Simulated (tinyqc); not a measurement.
Charge stability of a double quantum dot, constant-interaction model with a charge sensor: one step of the calculation.

Capacitance matrix C = [[C1, -Cm], [-Cm, C2]], C1 = G1 + X1 + Cm + L1, C2 = G2 + X2 + Cm + L2. Gate charges n1 = (G1 V1 + X1 V2)/q, n2 = (X2 V1 + G2 V2)/q. The state (N1, N2) has U = (1/2) d^T E d with d = (N1 - n1, N2 - n2) and E = q^2 C^(-1). Leads at 0 V; no tunnel coupling, spin or level spacing. The sensor reads s1 <N1> + s2 <N2>.

Question. Energies and occupation of the charge states. U for N1, N2 = 0, 1, 2; p is proportional to exp(-U/kB T), normalised over these nine states.

Parameters, values chosen for the exercise:
```
symbol  value  unit                 meaning
s1       0.84        sensor weight of dot 1
s2       0.31        sensor weight of dot 2
T        0.71     K             temperature
```

Constants: q = 1.602176634e-19 C, kB = 1.380649e-23 J/K, Vt = kB T/q. Results are converted to the units shown.

E (meV):
```
           1          2
1  5.0975407  1.9409866
2  1.9409866  6.9012858
```

gate charges: n1 1.0027608, n2 0.3963358

Give: U; p; mean charges; sensor signal.

Answer.

U, state (0,0) to (2,2) (meV): [3.88, 2.65, 8.32, 0.54, 1.25, 8.87, 2.31, 4.96, 14.51]
p, state (0,0) to (2,2): [0.000, 0.000, 0.000, 1.000, 0.000, 0.000, 0.000, 0.000, 0.000]
mean charges: <N1> 1.000, <N2> 0.000
sensor signal = 0.8400

The ground state is (1,0), 0.710 meV (11.6 kB T) below (1,1).

Numbers from tinyqc (`OMP_NUM_THREADS=1 python tinyqc.py 2470016 2470017 out.jsonl`; about 0.01 s on one thread of a shared Intel Xeon 2.30GHz).
